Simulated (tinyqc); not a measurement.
## Two-diode model of a solar cell: effect of the concentration

J is the current delivered and Vj = V + J Rs the junction voltage. J = X JL - J01 (exp(Vj/(n1 Vt)) - 1) - J02 (exp(Vj/(2 Vt)) - 1) - Vj/Rp. The photocurrent does not depend on voltage.

Jsc at V = 0, Voc at J = 0, the maximum power point where J (1 + 2 Rs G) = G Vj with G = -dJ/dVj; FF = Vmp Jmp/(Voc Jsc); efficiency Vmp Jmp/(X Pin). Empirical fill factor without parasitics FF0 = (v - ln(v + 0.72))/(v + 1), v = Voc/(n1 Vt).

Parameters, values chosen for the exercise; values of the order met in cells of silicon: temperature T = 348 K; photocurrent at one sun JL = 41.4 mA/cm^2; saturation current of the first diode J01 = 6.1e-10 A/cm^2; ideality factor of the first diode n1 = 1; series resistance Rs = 0.16 ohm cm^2; shunt resistance Rp = 90000 ohm cm^2; incident power at one sun Pin = 100 mW/cm^2; saturation current of the second diode (ideality 2) J02 = 1.1e-7 A/cm^2.

Constants: q = 1.602176634e-19 C, kB = 1.380649e-23 J/K, Vt = kB T/q. Results are converted to the units shown.

Effect of the concentration:
```
X (suns)  Jsc (mA/cm^2)  Voc (V)  Vmp (V)  Jmp (mA/cm^2)       FF  efficiency (%)      FF0
0.01            0.41400  0.39578  0.31659        0.36550  0.70620          11.571  0.74410
0.04             1.6560  0.44088  0.36054         1.5047  0.74304          13.562  0.76208
0.1              4.1400  0.46962  0.38795         3.8057  0.75939          14.764  0.77215
0.5              20.700  0.51906  0.43308         19.272  0.77682          16.693  0.78743
2                82.800  0.56110  0.46487         77.501  0.77547          18.014  0.79875
6                248.40  0.59425  0.47445         232.19  0.74631          18.361  0.80677
20               828.00  0.63047  0.43618         755.54  0.63129          16.478  0.81478
80               3286.2  0.67212  0.34340         1895.1  0.29464          8.1347  0.82312
300              4367.4  0.71179  0.35620         2186.2  0.25049          2.5957  0.83033
```

What does the table show?

As X goes from 0.01 to 300, Voc rises from 0.396 to 0.712 V, FF goes from 0.706 through a maximum of 0.777 (at X = 0.5 among the rows listed) to 0.250 and the efficiency goes from 11.6 through a maximum of 18.4 (at X = 6 among the rows listed) to 2.60 %. Voc gains 69.1 mV a decade at the top and 74.9 mV at the bottom (n1 Vt ln 10 = 69.1 mV). Past the optimum the loss in Rs, which grows as J^2, outruns the gain in Voc: at the best row X JL Rs = 1.3 n1 Vt. For X = 80, 300 Rs Jsc exceeds half of Voc, so the series resistance shapes the curve and drives FF towards the 1/4 of a resistor.

Numbers from tinyqc (`OMP_NUM_THREADS=1 python tinyqc.py 2280133 2280134 out.jsonl`; about 0.02 s on one thread of a shared Intel Xeon 2.30GHz).
